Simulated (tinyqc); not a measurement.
# Resistance of a source-drain extension with a graded tip: effect of the position under the gate where the fall begins

y runs along the channel, the gate covers y > 0. The doping is N0 for y < y0 and N0 10^(-(y - y0)/la) beyond, uniform over the depth xj. Sheet conductance s(y) = q mu(N) max(N - Nch, 0) xj + (for y > 0) ma Cox Vo, with mu(N) = u0 + (u1 - u0)/(1 + (N/Nr)^au) and Cox = eps0 eox/tox. Current is taken as one-dimensional; depletion of the tip, spreading and the contact are left out. The metallurgical junction lies at yj, where N = Nch.

R_spacer = integral of dy/s from -Ls to 0, R_ov from 0 to yj, R_channel = (Lg - 2 yj)/(ma Cox Vo), R_total = 2 R_spacer + 2 R_ov + R_channel. Electrical length L_eff = ma Cox dR_total/d(1/Vo); R_series = R_total - L_eff/(ma Cox Vo).

Values chosen for this exercise; mobility law close to that of holes in silicon: relative permittivity of the gate insulator (close to silicon dioxide) eox = 3.9; insulator thickness tox = 2 nm; active doping of the extension far from the gate N0 = 2e20 cm^-3; lateral abruptness la = 2 nm/decade; depth of the extension xj = 19 nm; channel doping Nch = 2.4e18 cm^-3; spacer length Ls = 24 nm; gate overdrive Vo = 0.32 V; mobility of the gate-induced layer ma = 56 cm^2/(V s); mobility at low doping u1 = 470.5 cm^2/(V s); mobility at high doping u0 = 44.9 cm^2/(V s); reference doping Nr = 2.23e17 cm^-3; exponent au = 0.719; gate length Lg = 60 nm.

Constants: q = 1.602176634e-19 C, eps0 = 8.8541878128e-14 F/cm where lengths are in cm. Results are converted to the units shown.

Result of one run:

| yj (nm) | R_spacer (ohm um) | R_ov (ohm um) | R_channel (ohm um) | R_total (ohm um) | L_eff (nm) | R_series (ohm um) |
|---|---|---|---|---|---|---|
| 3.842 | 8.298 | 20.27 | 1691 | 1748 | 52.83 | 40.67 |

Which position under the gate where the fall begins (gate edge at 0) y0 gave this result: 0, 2, 6 or 8 nm?

y0 = 0 nm.

The whole series:

| y0 (nm) | yj (nm) | R_spacer (ohm um) | R_ov (ohm um) | R_channel (ohm um) | R_total (ohm um) | L_eff (nm) | R_series (ohm um) |
|---|---|---|---|---|---|---|---|
| -2 | 1.842 | 10.10 | 17.89 | 1820 | 1876 | 56.82 | 39.77 |
| 0 | 3.842 | 8.298 | 20.27 | 1691 | 1748 | 52.83 | 40.67 |
| 2 | 5.842 | 8.298 | 20.95 | 1562 | 1620 | 48.83 | 42.03 |
| 4 | 7.842 | 8.298 | 21.63 | 1432 | 1492 | 44.83 | 43.38 |
| 6 | 9.842 | 8.298 | 22.32 | 1303 | 1364 | 40.83 | 44.74 |
| 8 | 11.84 | 8.298 | 23.00 | 1174 | 1236 | 36.83 | 46.09 |

As y0 goes from -2 to 8, R_total falls from 1880 to 1240 ohm um, L_eff falls from 56.8 to 36.8 nm and R_series rises from 39.8 to 46.1 ohm um. More overlap also shortens the channel and adds capacitance, effects on threshold and speed that are left out.

Program tinyqc, `OMP_NUM_THREADS=1 python tinyqc.py 2282279 2282280 out.jsonl`; Intel Xeon 2.30GHz, shared host, one thread, about 0.05 s.
